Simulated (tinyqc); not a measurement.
UHF in the sto-3g basis, for H3, spin multiplicity 2, step by step. Computed by tinyqc, a small Python program that keeps every step (integrals from PySCF). Settings: charge = 0, multiplicity = 2, basis = sto-3g, energy threshold = 1e-08, iteration cap = 85, orthogonalisation = canonical, start = core, DIIS depth = 3, DIIS from iteration = 3, method = UHF. Command: `OMP_NUM_THREADS=1 python tinyqc.py 20117 20118 out.jsonl` (the two numbers bound the seeds that draw the settings). One thread of a shared host (Intel(R) Xeon(R) Processor @ 2.60GHz), about 0.09 s of CPU time with the checks. Later iterations appear only in the table of the cycle.

## One-electron integrals

Geometry (angstrom):
```
atom         x         y         z
H     0.000000  0.000000  0.000000
H     0.000000  0.000000  0.873000
H     0.000000  0.866000  0.107000
```

Basis sto-3g: exponents (1/bohr^2) and contraction coefficients of normalised primitives:
```
element  l (shell)  exponent  coefficient
H            s (1)  3.425251     0.154329
H            s (1)  0.623914     0.535328
H            s (1)  0.168855     0.444635
```

Overlap, kinetic and nuclear-attraction integrals over the contracted functions; the nuclear repulsion is the sum of Za Zb / Rab.

nuclear repulsion = 1.67030841 hartree

overlap S, order 1H 1s, 2H 1s, 3H 1s:
$$\begin{pmatrix}
1.000000 & 0.574123 & 0.574385 \\
0.574123 & 1.000000 & 0.409514 \\
0.574385 & 0.409514 & 1.000000
\end{pmatrix}$$

kinetic energy T (hartree), order 1H 1s, 2H 1s, 3H 1s:
$$\begin{pmatrix}
0.760032 & 0.165341 & 0.165540 \\
0.165341 & 0.760032 & 0.063140 \\
0.165540 & 0.063140 & 0.760032
\end{pmatrix}$$

nuclear attraction V (hartree), order 1H 1s, 2H 1s, 3H 1s:
$$\begin{pmatrix}
-2.377841 & -1.281581 & -1.282290 \\
-1.281581 & -2.252219 & -0.874233 \\
-1.282290 & -0.874233 & -2.252442
\end{pmatrix}$$

core Hamiltonian H = T + V (hartree), order 1H 1s, 2H 1s, 3H 1s:
$$\begin{pmatrix}
-1.617809 & -1.116241 & -1.116750 \\
-1.116241 & -1.492187 & -0.811093 \\
-1.116750 & -0.811093 & -1.492411
\end{pmatrix}$$

## Two-electron integrals

Functions are numbered as in S; the eight-fold symmetry (ij|kl) = (ji|kl) = (kl|ij) leaves the list below.

Two-electron integrals (ij|kl) in chemists' order, unique and non-zero (hartree):
```
(11|11) 0.774606   (21|11) 0.371825   (21|21) 0.217961   (22|11) 0.521285
(22|21) 0.371825   (22|22) 0.774606   (31|11) 0.372041   (31|21) 0.189598
(31|22) 0.280175   (31|31) 0.218182   (32|11) 0.227963   (32|21) 0.138419
(32|22) 0.243166   (32|31) 0.138479   (32|32) 0.103271   (33|11) 0.521432
(33|21) 0.280094   (33|22) 0.430201   (33|31) 0.372041   (33|32) 0.243166
(33|33) 0.774606
```

## Orthogonalisation

S = U s U^T; canonical form X = U s^(-1/2), so that X^T S X = 1. Each column of U has its largest component positive (the first on a tie).

eigenvalues of S: [0.367225, 0.590486, 2.042290]

X, order 1H 1s, 2H 1s, 3H 1s:
$$\begin{pmatrix}
1.301704 & -0.000609 & 0.430081 \\
-0.716417 & 0.920622 & 0.390267 \\
-0.717943 & -0.919769 & 0.390344
\end{pmatrix}$$

## Starting guess

The start is the orbitals of the core Hamiltonian; D(s) = C_occ C_occ^T for each spin.

D(alpha) at the start, order 1H 1s, 2H 1s, 3H 1s:
$$\begin{pmatrix}
0.278360 & 0.176213 & 0.177035 \\
0.176213 & 0.959466 & -0.734689 \\
0.177035 & -0.734689 & 0.958197
\end{pmatrix}$$

D(beta) at the start, order 1H 1s, 2H 1s, 3H 1s:
$$\begin{pmatrix}
0.278360 & 0.176549 & 0.176699 \\
0.176549 & 0.111976 & 0.112071 \\
0.176699 & 0.112071 & 0.112166
\end{pmatrix}$$

## Iteration 1: building the Fock matrix

J_ij = sum D_kl (ij|kl) with D = D(alpha) + D(beta), K_ij = sum D_kl (ik|jl) for each spin; F = H + J - K(s); E = tr D H + tr D J / 2 - 0.5 sum_s tr D(s) K(s) + E_nn.

Coulomb J (hartree), order 1H 1s, 2H 1s, 3H 1s:
$$\begin{pmatrix}
1.789558 & 1.020740 & 1.021217 \\
1.020740 & 1.738374 & 0.714757 \\
1.021217 & 0.714757 & 1.738358
\end{pmatrix}$$

exchange K(alpha) (hartree), order 1H 1s, 2H 1s, 3H 1s:
$$\begin{pmatrix}
0.617984 & 0.489596 & 0.489855 \\
0.489596 & 0.725582 & 0.275015 \\
0.489855 & 0.275015 & 0.725273
\end{pmatrix}$$

exchange K(beta) (hartree), order 1H 1s, 2H 1s, 3H 1s:
$$\begin{pmatrix}
0.569765 & 0.411878 & 0.412111 \\
0.411878 & 0.393704 & 0.314931 \\
0.412111 & 0.314931 & 0.394061
\end{pmatrix}$$

F(alpha) (hartree), order 1H 1s, 2H 1s, 3H 1s:
$$\begin{pmatrix}
-0.446235 & -0.585097 & -0.585388 \\
-0.585097 & -0.479395 & -0.371351 \\
-0.585388 & -0.371351 & -0.479325
\end{pmatrix}$$

F(beta) (hartree), order 1H 1s, 2H 1s, 3H 1s:
$$\begin{pmatrix}
-0.398016 & -0.507379 & -0.507644 \\
-0.507379 & -0.147516 & -0.411267 \\
-0.507644 & -0.411267 & -0.148113
\end{pmatrix}$$

total energy of this density = -1.41490159 hartree

## Iteration 1: diagonalisation and new density

Diagonalise F' = X^T F X, C = X C', fill 2 alpha and 1 beta electrons from the bottom; D(s) = C_occ C_occ^T. Each column has its largest component positive (the first on a tie).

F' = X^T F X (alpha) (hartree):
$$\begin{pmatrix}
0.554191 & -0.000044 & -0.007208 \\
-0.000044 & -0.182916 & -0.000005 \\
-0.007208 & -0.000005 & -0.734694
\end{pmatrix}$$

orbital energies (alpha) (hartree): MO1 -0.734735, MO2 -0.182916, MO3 0.554231

coefficients C (alpha), order 1H 1s, 2H 1s, 3H 1s:
$$\begin{pmatrix}
0.437354 & -0.000536 & 1.299279 \\
0.386264 & 0.920576 & -0.718643 \\
0.386314 & -0.919816 & -0.720059
\end{pmatrix}$$

F' = X^T F X (beta) (hartree):
$$\begin{pmatrix}
0.645625 & -0.000056 & -0.112444 \\
-0.000056 & 0.446162 & 0.000273 \\
-0.112444 & 0.000273 & -0.584730
\end{pmatrix}$$

orbital energies (beta) (hartree): MO1 -0.594922, MO2 0.446162, MO3 0.655817

coefficients C (beta), order 1H 1s, 2H 1s, 3H 1s:
$$\begin{pmatrix}
0.545831 & 0.000012 & 1.257566 \\
0.323766 & 0.920419 & -0.749073 \\
0.324177 & -0.919973 & -0.749896
\end{pmatrix}$$

D(alpha) after iteration 1, order 1H 1s, 2H 1s, 3H 1s:
$$\begin{pmatrix}
0.191279 & 0.168441 & 0.169449 \\
0.168441 & 0.996659 & -0.697541 \\
0.169449 & -0.697541 & 0.995300
\end{pmatrix}$$

D(beta) after iteration 1, order 1H 1s, 2H 1s, 3H 1s:
$$\begin{pmatrix}
0.297932 & 0.176721 & 0.176946 \\
0.176721 & 0.104824 & 0.104957 \\
0.176946 & 0.104957 & 0.105091
\end{pmatrix}$$

## Iteration 2: building the Fock matrix

As before.

Coulomb J (hartree), order 1H 1s, 2H 1s, 3H 1s:
$$\begin{pmatrix}
1.771162 & 1.017437 & 1.017923 \\
1.017437 & 1.744213 & 0.716041 \\
1.017923 & 0.716041 & 1.744228
\end{pmatrix}$$

exchange K(alpha) (hartree), order 1H 1s, 2H 1s, 3H 1s:
$$\begin{pmatrix}
0.569394 & 0.482821 & 0.483102 \\
0.482821 & 0.749429 & 0.289959 \\
0.483102 & 0.289959 & 0.749123
\end{pmatrix}$$

exchange K(beta) (hartree), order 1H 1s, 2H 1s, 3H 1s:
$$\begin{pmatrix}
0.579437 & 0.412769 & 0.413047 \\
0.412769 & 0.388436 & 0.311563 \\
0.413047 & 0.311563 & 0.388884
\end{pmatrix}$$

F(alpha) (hartree), order 1H 1s, 2H 1s, 3H 1s:
$$\begin{pmatrix}
-0.416040 & -0.581624 & -0.581929 \\
-0.581624 & -0.497403 & -0.385011 \\
-0.581929 & -0.385011 & -0.497306
\end{pmatrix}$$

F(beta) (hartree), order 1H 1s, 2H 1s, 3H 1s:
$$\begin{pmatrix}
-0.426083 & -0.511572 & -0.511874 \\
-0.511572 & -0.136410 & -0.406615 \\
-0.511874 & -0.406615 & -0.137067
\end{pmatrix}$$

total energy of this density = -1.42446337 hartree

## Iteration 2: diagonalisation and new density

As before.

F' = X^T F X (alpha) (hartree):
$$\begin{pmatrix}
0.559849 & -0.000012 & 0.028802 \\
-0.000012 & -0.190256 & -0.000029 \\
0.028802 & -0.000029 & -0.736427
\end{pmatrix}$$

orbital energies (alpha) (hartree): MO1 -0.737066, MO2 -0.190256, MO3 0.560488

coefficients C (alpha), order 1H 1s, 2H 1s, 3H 1s:
$$\begin{pmatrix}
0.401074 & -0.000607 & 1.310932 \\
0.406124 & 0.920589 & -0.707591 \\
0.406140 & -0.919802 & -0.709083
\end{pmatrix}$$

F' = X^T F X (beta) (hartree):
$$\begin{pmatrix}
0.629975 & -0.000037 & -0.138645 \\
-0.000037 & 0.457042 & 0.000322 \\
-0.138645 & 0.000322 & -0.587958
\end{pmatrix}$$

orbital energies (beta) (hartree): MO1 -0.603541, MO2 0.457042, MO3 0.645558

coefficients C (beta), order 1H 1s, 2H 1s, 3H 1s:
$$\begin{pmatrix}
0.572783 & 0.000045 & 1.245521 \\
0.307531 & 0.920421 & -0.755881 \\
0.307985 & -0.919971 & -0.756693
\end{pmatrix}$$

D(alpha) after iteration 2, order 1H 1s, 2H 1s, 3H 1s:
$$\begin{pmatrix}
0.160861 & 0.162327 & 0.163450 \\
0.162327 & 1.012421 & -0.681816 \\
0.163450 & -0.681816 & 1.010986
\end{pmatrix}$$

D(beta) after iteration 2, order 1H 1s, 2H 1s, 3H 1s:
$$\begin{pmatrix}
0.328081 & 0.176149 & 0.176409 \\
0.176149 & 0.094575 & 0.094715 \\
0.176409 & 0.094715 & 0.094855
\end{pmatrix}$$

## Iteration 7 (converged): orbitals

converged F(alpha) (hartree), order 1H 1s, 2H 1s, 3H 1s:
$$\begin{pmatrix}
-0.373660 & -0.573170 & -0.573495 \\
-0.573170 & -0.515542 & -0.395915 \\
-0.573495 & -0.395915 & -0.515436
\end{pmatrix}$$

converged F(beta) (hartree), order 1H 1s, 2H 1s, 3H 1s:
$$\begin{pmatrix}
-0.462958 & -0.513947 & -0.514277 \\
-0.513947 & -0.115409 & -0.392962 \\
-0.514277 & -0.392962 & -0.116100
\end{pmatrix}$$

As before.

F' = X^T F X (alpha) (hartree):
$$\begin{pmatrix}
0.570254 & 0.000008 & 0.072156 \\
0.000008 & -0.202502 & -0.000045 \\
0.072156 & -0.000045 & -0.731765
\end{pmatrix}$$

orbital energies (alpha) (hartree): MO1 -0.735751, MO2 -0.202502, MO3 0.574241

coefficients C (alpha), order 1H 1s, 2H 1s, 3H 1s:
$$\begin{pmatrix}
0.357618 & -0.000649 & 1.323448 \\
0.429272 & 0.920591 & -0.693790 \\
0.429277 & -0.919800 & -0.695323
\end{pmatrix}$$

F' = X^T F X (beta) (hartree):
$$\begin{pmatrix}
0.612044 & -0.000013 & -0.179633 \\
-0.000013 & 0.469457 & 0.000367 \\
-0.179633 & 0.000367 & -0.585829
\end{pmatrix}$$

orbital energies (beta) (hartree): MO1 -0.612187, MO2 0.469457, MO3 0.638402

coefficients C (beta), order 1H 1s, 2H 1s, 3H 1s:
$$\begin{pmatrix}
0.614502 & 0.000074 & 1.225476 \\
0.281818 & 0.920418 & -0.765843 \\
0.282287 & -0.919973 & -0.766647
\end{pmatrix}$$

D(alpha) after iteration 7, order 1H 1s, 2H 1s, 3H 1s:
$$\begin{pmatrix}
0.127891 & 0.152918 & 0.154114 \\
0.152918 & 1.031763 & -0.662483 \\
0.154114 & -0.662483 & 1.030311
\end{pmatrix}$$

D(beta) after iteration 7, order 1H 1s, 2H 1s, 3H 1s:
$$\begin{pmatrix}
0.377613 & 0.173178 & 0.173466 \\
0.173178 & 0.079421 & 0.079553 \\
0.173466 & 0.079553 & 0.079686
\end{pmatrix}$$

## Convergence

Stop when the energy changes by less than 1e-08 hartree and every element of the error matrix X^T (F D S - S D F) X (for each spin) is below 3e-05.

Course of the cycle:
```
iteration  E (hartree)     change  largest element of the error matrix
1          -1.41490159          -                             9.04e-02
2          -1.42446337  -9.56e-03                             3.60e-02
3          -1.42694632  -2.48e-03                             1.87e-02
4          -1.42776290  -8.17e-04                             1.05e-02
5          -1.42816384  -4.01e-04                             1.11e-04
6          -1.42816385  -1.43e-08                             1.18e-05
7          -1.42816385  -3.46e-10                             2.18e-06
```

PySCF UHF in the same basis, after a stability check = -1.42816385 hartree

Converged in 7 iterations.

## Populations, bond orders and dipole

Mulliken: Z minus the diagonal of D S on the atom; Loewdin: the same with S^(1/2) D S^(1/2); Mayer order: 2 sum_s sum (D(s) S)_ij (D(s) S)_ji over the two atoms.

Charges (e):
```
atom   Mulliken    Loewdin  Mulliken spin
1H     0.119120   0.152709      -0.272470
2H    -0.059684  -0.076510       0.636835
3H    -0.059436  -0.076199       0.635635
```

Mayer bond orders:
```
pair     order
2-1   0.455007
3-1   0.456563
3-2   0.135872
```

dipole moment about the origin, x y z (debye): [0.000000, -0.247228, -0.280815]

<S^2> of the determinant (pure state: 0.75) = 0.789815
